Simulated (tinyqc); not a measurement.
Rotating the field: cyclotron resonance of ellipsoidal valleys, Si type.

Valleys along [100], [010], [001] (each with its opposite partner), mass ml along the axis and mt across it. B lies in the (1-10) plane, b = (sin(theta)/sqrt2, sin(theta)/sqrt2, cos(theta)). For the angle phi between B and the axis, 1/mc^2 = cos^2(phi)/mt^2 + sin^2(phi)/(mt ml). Resonance: h nu = 2 muB B/mc, h = 2 pi hbar.

Inputs chosen for the exercise (out of a larger set: near those of Si; not measured data): ml = 0.932 m0 (longitudinal mass); mt = 0.181 m0 (transverse mass); ths = (0, 15, 30, 45, 60, 75, 90) degrees (angles).

mc against theta; [100] and [010] stay equal in this plane.

Cyclotron masses (m0):

| theta (degrees) | [100] | [001] |
|---|---|---|
| 0 | 0.4107 | 0.1810 |
| 15 | 0.3848 | 0.1861 |
| 30 | 0.3333 | 0.2025 |
| 60 | 0.2569 | 0.2878 |
| 75 | 0.2397 | 0.3633 |
| 90 | 0.2342 | 0.4107 |

Give the missing row, theta (degrees) = 45.

Computed row:
```
theta (degrees)   [100]   [001]
45               0.2878  0.2342
```

All valleys give one line at theta = 54.7 degrees, B along [111], with mc = 0.2661. The [001] pair goes from mt to sqrt(ml mt), a factor 2.27; the other four only fall from sqrt(ml mt) to 0.2342, since their angle to B never drops below 45 degrees.

Run: tinyqc, `OMP_NUM_THREADS=1 python tinyqc.py 1282551 1282552 out.jsonl`; Intel(R) Xeon(R) Processor @ 2.30GHz, one thread, shared host; about 0.01 s of CPU time with all checks.
